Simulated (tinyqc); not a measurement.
## Dead time against afterpulsing

Afterpulse probability pap = pa (Cd Vx/q) exp(-td/tt) Pm, with Pm the trigger probability of a released carrier; largest rate 1/td; each true event gives 1/(1 - pap) counts.

Parameters, values chosen for the exercise: excess bias Vx = 8.1 V; diode capacitance Cd = 140 fF; trapping probability per avalanche carrier pa = 1.9e-7; trap release time tt = 5 ns.

Constants: q = 1.602176634e-19 C. Results are converted to the units shown.

Pm = 0.956

Result of one run:
```
pap (%)  largest rate (1e6/s)  counts per event
0.3187                  33.33             1.003
```

Which dead time td gave this result: 4.3, 11, 18 or 30 ns?

td = 30 ns.

The whole series:
```
td (ns)  pap (%)  largest rate (1e6/s)  counts per event
2.6        76.43                 384.6             4.243
4.3        54.40                 232.6             2.193
7          31.70                 142.9             1.464
11         14.25                 90.91             1.166
18         3.513                 55.56             1.036
30        0.3187                 33.33             1.003
```

The afterpulse probability falls from 76.4 to 0.319 %, a factor of ten for every 11.5 ns, while the largest rate falls from 385 to 33.3 million a second.

Numbers from tinyqc (`OMP_NUM_THREADS=1 python tinyqc.py 2630067 2630068 out.jsonl`; about 0.01 s on one thread of a shared Intel Xeon 2.30GHz).
